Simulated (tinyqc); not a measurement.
Signal and retention of a DRAM cell: two steps of the calculation.

A stored one starts at Vd and leaks: Cs dV/dt = -I(V), I = a sqrt((V + Vb)/(Vd + Vb)) + b, with a = Ig exp[-(Eg1 q/kB)(1/T - 1/T0)] (generation in a depletion layer) and b = Is exp[-(Es q/kB)(1/T - 1/T0)]. The bit line is precharged to Vd/2, and charge sharing gives the signal (V - Vd/2) Cs/(Cs + Cb).

Parameters, values chosen for the exercise:
- Vd = 1.2 V (array voltage)
- Cs = 16 fF (cell capacitance)
- Cb = 100 fF (bit-line capacitance)
- dm = 68 mV (smallest signal that the sense amplifier resolves)
- sg = 0.74 (deviation of ln(retention time) over the cells)
- Nc = 4.29e9 (cells)
- tr = 128 ms (refresh interval)

Constants: q = 1.602176634e-19 C. Results are converted to the units shown.

Problem 1. Signal and margin. The cell fails below Vc = Vd/2 + dm (Cs + Cb)/Cs.

Find: transfer ratio; signal of a fresh one; Vc; charge that may be lost; the same in electrons.

Solution 1.

transfer ratio = 0.13793
signal of a fresh one = 82.759 mV
Vc = 1.0930 V
charge that may be lost = 1.7120 fC
the same in electrons = 10685

Problem 2. Failing cells. This time is the median of a log-normal spread: failing cells = Nc erfc(z/sqrt 2)/2, z = ln(t/tr)/sg. One failure is expected at the interval where that count equals 1.

retention time = 0.50897520 s

Give: z; failing cells; interval for one failure.

Solution 2.

z = 1.865
failing cells = 1.333e8
interval for one failure = 5.064 ms

The weakest cell of the array lies about 6.23 deviations out, a factor of 101 below the median; the chosen interval is longer than that time.

Range of the model: Real arrays also hold a tail of unusually leaky cells and cells whose retention varies in time, which this model lacks.

Numbers from tinyqc (`OMP_NUM_THREADS=1 python tinyqc.py 2130124 2130125 out.jsonl`; about 0.01 s on one thread of a shared Intel Xeon 2.30GHz).
